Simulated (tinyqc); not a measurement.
Inside a calculation. Model: double-gate transistor, scale length and short-channel effects.

Numbers from tinyqc (`OMP_NUM_THREADS=1 python tinyqc.py 2420049 2420050 out.jsonl`; about 0.01 s on one thread of a shared Intel Xeon 2.30GHz). Printed values are rounded.

A body of thickness ts between two insulators of thickness ti and two tied gates. Below threshold the potential that source and drain add obeys Laplace's equation and vanishes on the gate. Its lowest mode decays along the channel as exp(-k y); k is the smallest positive root of the matching condition at the interface, and the scale length is Lambda = pi/k.

Values chosen for this exercise; permittivities: semiconductor close to that of silicon, insulator close to that of hafnium oxide: temperature T = 300 K; relative permittivity of the semiconductor eps_r = 11.6; relative permittivity of the insulator ei = 21.9; insulator thickness ti = 3.1 nm; body thickness ts = 10.8 nm; channel length L = 31 nm; potential of the source Vbi = 0.85 V; potential of the barrier top at threshold sT = 0.73 V; long-channel threshold VTL = 0.38 V; long-channel body factor m = 1; drain voltage Vds = 0.8 V.

Constants: q = 1.602176634e-19 C, kB = 1.380649e-23 J/K, Vt = kB T/q. Results are converted to the units shown.

## Scan of the matching condition

| point | k (1/nm) |
|---|---|
| 0 | 0.035 |
| 1 | 0.07 |
| 2 | 0.105 |
| 3 | 0.14 |
| 4 | 0.175 |
| 5 | 0.21 |
| 6 | 0.245 |
| 7 | 0.28 |

f(k) = ei cos(k ti) cos(k ts/2) - eps_r sin(k ti) sin(k ts/2).

| point | f(k) |
|---|---|
| 0 | 21.14753 |
| 1 | 18.95488 |
| 2 | 15.51063 |
| 3 | 11.11062 |
| 4 | 6.13204 |
| 5 | 1.00033 |
| 6 | -3.84810 |
| 7 | -8.00415 |

The first change of sign lies between k = 0.21 and 0.245 1/nm.

## Iteration 1: decay constant by Newton steps

k at the start = 0.21 1/nm

f(k) = ei cos(k ti) cos(k ts/2) - eps_r sin(k ti) sin(k ts/2); f' by a central difference with +/- 1e-5 1/nm; k(new) = k - f/f'.

f = 1.000332
f' = -144.6224 nm
k after iteration 1 = 0.2169169 1/nm

## Iteration 2: decay constant by Newton steps

As before.

f = 0.006130729
f' = -142.7699 nm
k after iteration 2 = 0.2169598 1/nm

## Course of the iteration: decay constant by Newton steps

Stop when k changes by less than 1e-10 1/nm, or after 30 iterations.

Course of the iteration:

| iteration | k (1/nm) | \|change\| (1/nm) |
|---|---|---|
| 1 | 0.2169169 | 6.92e-3 |
| 2 | 0.2169598 | 4.29e-5 |
| 3 | 0.2169598 | 1.95e-9 |
| 4 | 0.2169598 | < 1e-15 |

Converged in 4 iterations. The change falls from 0.0069 in the first iteration to below the tolerance in the last.

## Scale length against simple estimates

k = 0.2169598 1/nm

Lambda = pi/k and l = 1/k. A parabolic potential across the structure gives l(parabolic) = sqrt((eps_r/(2 ei)) ts ti (1 + ei ts/(4 eps_r ti))).

Lambda = 14.48007 nm
l = 4.609149 nm
l(parabolic) = 4.842195 nm

The parabolic estimate is 5.1 % above l.

## Threshold shift, barrier position and swing

Along the channel psi(y) = s + a exp(y/l) + b exp(-y/l) with psi(0) = Vbi, psi(L) = Vbi + Vds and l = 1/k = Lambda/pi; with A = Vbi - s, B = A + Vds, x = exp(-L/l): a = (B - A x) x/(1 - x^2), b = (A - B x)/(1 - x^2). The minimum is s + 2 sqrt(a b), at y = (l/2) ln(b/a). The long-channel potential follows the gate as s = sT + (Vg - VTL)/m, and the threshold VT is the gate voltage at which the minimum equals sT. Swing = m Vt ln 10/g at threshold, g = d(minimum)/ds = 1 - (b x + a)/((1 + x) sqrt(a b)).

s at threshold = 0.7043995 V
a = 0.001134150 V
b = 0.1444664 V
position of the minimum = 11.17065 nm
VT = 0.3543995 V
swing = 66.28929 mV/decade

The threshold lies 25.6 mV below the long-channel value, and the barrier top sits at 0.36 L from the source.
